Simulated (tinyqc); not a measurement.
# Frequency dispersion of an accumulation capacitance by border traps, distributed model: what changes with what

Traps spread evenly through the insulator exchange electrons with the semiconductor by tunnelling, with tau(x) = t0 exp(2 ka x) at depth x from the interface. The admittance per area Y seen at depth x obeys dY/dx = -Y^2/(i w eps0 eox) + q Nb ln(1 + i w tau)/tau, with Y(0) = i w Cs and w = 2 pi f; the gate sees Y(tox) = G + i w C. Working variable y = Y/(i w), in uF/cm^2. Cox = eps0 eox/tox.

Parameters, values chosen for the exercise; permittivity close to that of hafnium oxide: relative permittivity of the insulator eox = 18.2; insulator thickness tox = 7.4 nm; semiconductor capacitance in accumulation Cs = 0.52 uF/cm^2; density of border traps Nb = 9.6e19 cm^-3 eV^-1; decay constant of the wave function in the insulator ka = 5.3 1/nm; time constant of a trap at the interface t0 = 6e-10 s; frequency f = 10000 Hz.

Constants: q = 1.602176634e-19 C, eps0 = 8.8541878128e-14 F/cm where lengths are in cm. Results are converted to the units shown.

Each table varies one quantity; the others keep the values above.

## Capacitance and loss against frequency

Cox; trap-free value 1/(1/Cox + 1/Cs); response depth d = ln(1/(w t0))/(2 ka), where w tau = 1; lumped estimate: all traps within d act as C_bt = q Nb d placed at d/2, so C = 1/{1/[1/(1/Cs + d/(2 eps0 eox)) + C_bt] + (tox - d/2)/(eps0 eox)}. C and G from a fine integration; dispersion -d C/d log10 f over C, from f times and over 1.1. For a broad spread of time constants G/w is close to -(pi/2) dC/d ln w.

The same in every row: trap-free C (uF/cm^2) = 0.4198.

Results:

| f (Hz) | d (nm) | C (uF/cm^2) | G/w (uF/cm^2) | dispersion (% a decade) | -(pi/2) dC/d ln w (uF/cm^2) | lumped C (uF/cm^2) |
|---|---|---|---|---|---|---|
| 10 | 1.613 | 1.407 | 0.05790 | 6.016 | 0.05776 | 1.344 |
| 100 | 1.395 | 1.321 | 0.06090 | 6.740 | 0.06072 | 1.262 |
| 10000 | 0.9609 | 1.130 | 0.07060 | 9.119 | 0.07030 | 1.073 |
| 1e5 | 0.7437 | 1.022 | 0.07814 | 11.15 | 0.07773 | 0.9621 |
| 1e6 | 0.5265 | 0.9008 | 0.08835 | 14.30 | 0.08786 | 0.8352 |
| 1e7 | 0.3093 | 0.7622 | 0.1015 | 19.62 | 0.1020 | 0.6865 |

Estimate the missing row, f = 1000 Hz.

Computed row:

| f (Hz) | d (nm) | C (uF/cm^2) | G/w (uF/cm^2) | dispersion (% a decade) | -(pi/2) dC/d ln w (uF/cm^2) | lumped C (uF/cm^2) |
|---|---|---|---|---|---|---|
| 1000 | 1.178 | 1.229 | 0.06502 | 7.729 | 0.06479 | 1.172 |

With this row back in the table: C falls from 1.407 to 0.7622 uF/cm^2, towards the trap-free 0.4198; each decade of frequency removes ln 10/(2 ka) = 0.217 nm from the response depth. The dispersion rises from 6.02 to 19.6 % a decade and G/w rises from 0.0579 to 0.102 uF/cm^2. G/w lies between 0.995 and 1.01 times -(pi/2) dC/d ln w, the relation for a broad spread of time constants.

## Effect of the semiconductor capacitance in accumulation

Same model as above.

The same in every row: d (nm) = 0.9609.

Results:

| Cs (uF/cm^2) | C (uF/cm^2) | G/w (uF/cm^2) | dispersion (% a decade) | -(pi/2) dC/d ln w (uF/cm^2) | lumped C (uF/cm^2) | trap-free C (uF/cm^2) |
|---|---|---|---|---|---|---|
| 0.2 | 1.040 | 0.07994 | 11.21 | 0.07953 | 0.9749 | 0.1832 |
| 0.39 | 1.095 | 0.07414 | 9.879 | 0.07380 | 1.035 | 0.3308 |
| 0.75 | 1.187 | 0.06504 | 8.004 | 0.06479 | 1.134 | 0.5579 |
| 1.4 | 1.318 | 0.05300 | 5.879 | 0.05286 | 1.276 | 0.8522 |
| 2.8 | 1.510 | 0.03766 | 3.651 | 0.03761 | 1.480 | 1.225 |
| 10 | 1.871 | 0.01595 | 1.249 | 0.01594 | 1.858 | 1.788 |
| 20 | 2.006 | 0.01021 | 0.7445 | 0.01019 | 1.997 | 1.964 |

Estimate the missing row, Cs = 5.4 uF/cm^2.

Computed row:

| Cs (uF/cm^2) | C (uF/cm^2) | G/w (uF/cm^2) | dispersion (% a decade) | -(pi/2) dC/d ln w (uF/cm^2) | lumped C (uF/cm^2) | trap-free C (uF/cm^2) |
|---|---|---|---|---|---|---|
| 5.4 | 1.707 | 0.02464 | 2.115 | 0.02463 | 1.688 | 1.552 |

With this row back in the table: As Cs goes from 0.2 to 20, C rises from 1.04 to 2.01 uF/cm^2, the dispersion falls from 11.2 to 0.745 % a decade and G/w falls from 0.0799 to 0.0102 uF/cm^2. The lumped estimate is 6.2 % below C in the first row and 0.45 % below it in the last. The same traps disperse C more when Cs is small, since they then add to the weaker series term.

Program tinyqc, `OMP_NUM_THREADS=1 python tinyqc.py 2202063 2202064 out.jsonl`; Intel Xeon 2.30GHz, shared host, one thread, about 0.5 s.
